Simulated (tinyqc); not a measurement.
# Line constants from open and short measurements

Problem. A uniform line of length len, under a quarter wavelength, has Z_open = Zc coth(gamma len) and Z_short = Zc tanh(gamma len); gamma Zc = r + i w l and gamma/Zc = g + i w c, w = 2 pi f. Find r, l and c.

Parameters, values chosen for the exercise: length len = 3.2 mm; frequency f = 9.6 GHz.

Zin with the far end open = 25.593116-27.364674i ohm
Zin with the far end shorted = 100.53121-0.64165i ohm

Answer. The product of the two impedances is Zc^2 and their ratio tanh^2(gamma len); the principal branch holds below a quarter wavelength.

r = 19.6 ohm/mm
l = 0.289 nH/mm
c = 116 pF/m

tinyqc, about 0.01 s, one thread, Intel Xeon 2.30GHz (shared host): `OMP_NUM_THREADS=1 python tinyqc.py 2810148 2810149 out.jsonl`
